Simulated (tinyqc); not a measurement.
## Semiconductor laser, carrier and photon rate equations: effect of the confinement factor on threshold and bandwidth

Carrier density N and photon density S in one mode: dN/dt = F1 = eta I/(q V) - (A N + B N^2 + C N^3) - vg g S; dS/dt = F2 = G vg g S + G be B N^2 - S/tp, with g = g0 ln(N/Ntr)/(1 + ec S). Output power P = Fo Eph S V/(G tp). No heating, no carrier transport.

gth = 1/(G vg tp), Nth = Ntr exp(gth/g0), Ith = q V (A Nth + B Nth^2 + C Nth^3)/eta. N and S are the steady state (F1 = F2 = 0, S > 0). Jacobian, with a = g0/(N (1 + ec S)) and d = g/(1 + ec S): J11 = -(A + 2 B N + 3 C N^2) - vg a S, J12 = -vg d, J21 = G vg a S + 2 G be B N, J22 = G vg d - 1/tp. wR^2 = det J, gamma = -trace J, fR = wR/(2 pi); the response wR^2/(wR^2 - w^2 + i gamma w) falls to 1/sqrt(2) at w^2 = x + sqrt(x^2 + wR^4), x = wR^2 - gamma^2/2 (f3dB = w/(2 pi)).

Inputs (values chosen for the exercise): active volume V = 2.5e-12 cm^3; group velocity vg = 6.91e9 cm/s; gain coefficient g0 = 2800 1/cm; transparency density Ntr = 1.7e18 cm^-3; gain compression ec = 2.2e-17 cm^3; photon lifetime tp = 2.2 ps; defect recombination coefficient A = 4.5e7 1/s; radiative coefficient B = 1.2e-10 cm^3/s; Auger coefficient C = 2.1e-30 cm^6/s; share of spontaneous emission into the mode be = 1.8e-5; injection efficiency eta = 0.74; share of cavity losses that is output Fo = 0.32; photon energy Eph = 1.46 eV; drive current I = 2.5 mA.

Constants: q = 1.602176634e-19 C. Results are converted to the units shown.

Effect of the confinement factor on threshold and bandwidth:

| G | Ith (mA) | P (mW) | fR (GHz) | gamma (1/ns) | f3dB (GHz) |
|---|---|---|---|---|---|
| 0.044 | 0.6444 | 0.6398 | 5.021 | 6.269 | 7.747 |
| 0.057 | 0.5098 | 0.6867 | 6.281 | 8.681 | 9.675 |
| 0.073 | 0.4291 | 0.7147 | 7.572 | 11.67 | 11.64 |
| 0.093 | 0.3763 | 0.7331 | 8.941 | 15.41 | 13.71 |
| 0.12 | 0.3381 | 0.7464 | 10.51 | 20.45 | 16.06 |
| 0.15 | 0.3141 | 0.7548 | 12.02 | 26.01 | 18.28 |
| 0.2 | 0.2919 | 0.7625 | 14.15 | 35.15 | 21.38 |

As G goes from 0.044 to 0.2, Ith falls from 0.644 to 0.292 mA, fR rises from 5.02 to 14.2 GHz, gamma rises from 6.27 to 35.2 1/ns and f3dB rises from 7.75 to 21.4 GHz.

Computed by the program tinyqc: `OMP_NUM_THREADS=1 python tinyqc.py 2840102 2840103 out.jsonl`, one thread of a shared Intel Xeon 2.30GHz, about 0.01 s for the whole run.
